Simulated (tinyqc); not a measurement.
## Sharing a fixed EOT between the layers

Without charge in the stack, a voltage of 1.2 V over an EOT of 1.3 nm gives F1 = (V/EOT)(3.9/e1) and F2 = F1 e1/e2; t2 = e2 (EOT/3.9 - t1/e1).

Inputs (values chosen for the exercise):
- e1 = 4.02 (relative permittivity of layer 1)
- e2 = 22.4 (relative permittivity of layer 2)

Sharing a fixed EOT between the layers:
```
t1 (nm)  t2 (nm)  physical thickness (nm)  drop over layer 1 (V)  drop over layer 2 (V)
0          7.467                    7.467                      0                  1.200
0.16       6.575                    6.735                 0.1433                  1.057
0.33       5.628                    5.958                 0.2955                 0.9045
0.49       4.736                    5.226                 0.4388                 0.7612
0.65       3.845                    4.495                 0.5821                 0.6179
0.81       2.953                    3.763                 0.7254                 0.4746
0.98       2.006                    2.986                 0.8776                 0.3224
1.14       1.114                    2.254                  1.021                 0.1791
```

Each 0.1 nm of layer 1 costs 0.557 nm of layer 2, so the physical thickness falls from 7.47 to 2.25 nm. The fields do not change, 8.96 MV/cm in layer 1 and 1.61 MV/cm in layer 2, and layer 1 takes half of the voltage at t1 = 0.670 nm.

tinyqc, about 0.01 s, one thread, Intel Xeon 2.30GHz (shared host): `OMP_NUM_THREADS=1 python tinyqc.py 2010106 2010107 out.jsonl`
